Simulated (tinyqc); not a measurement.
Crystal pulling from the melt: segregation, interface stability, heat balance and point-defect regime: one step, computed by the program tinyqc. Command: `OMP_NUM_THREADS=1 python tinyqc.py 3021738 3021739 out.jsonl pull walk`. One thread of a shared host (Intel(R) Xeon(R) Processor @ 2.30GHz), about 0.01 s of CPU time with the checks.

A dilute solute; steady pulling with a flat interface unless it is found unstable.

Problem. Constitutional supercooling. Liquidus slope per concentration (van 't Hoff): |m| = k_B T_m^2 (1 - k0)/L. Solute gradient at the interface: G_C = (V/D) C_s (1 - k0)/k0. Constitutional supercooling sets in when |m| G_C > G_L. Critical C_s from the equality.

Inputs (values chosen for the exercise, modelled on boron in silicon):
```
quantity                      value    unit
equilibrium coefficient k0     0.78       -
diffusivity in the melt D   0.00017  cm^2/s
pull rate V                       1  mm/min
gradient in the melt G_L         14    K/cm
latent heat per volume L       4200  J/cm^3
melting point T_m              1685       K
```

C_s = 4.073727e+18 1/cm^3

Constants: k_B = 1.380649e-23 J/K.

Give: |m|; |m| G_C; critical C_s; ratio |m| G_C/G_L.

Solution.

|m| = 2.053e-21 K cm^3

|m| G_C = 0.02313 K/cm

critical C_s = 2.466e+21 1/cm^3

ratio |m| G_C/G_L = 0.001652

The interface is stable by this test, with a margin of 610. Caution: a critical C_s above 1e21 /cm^3 lies outside the dilute theory and, for most dopants in silicon, above the solubility.
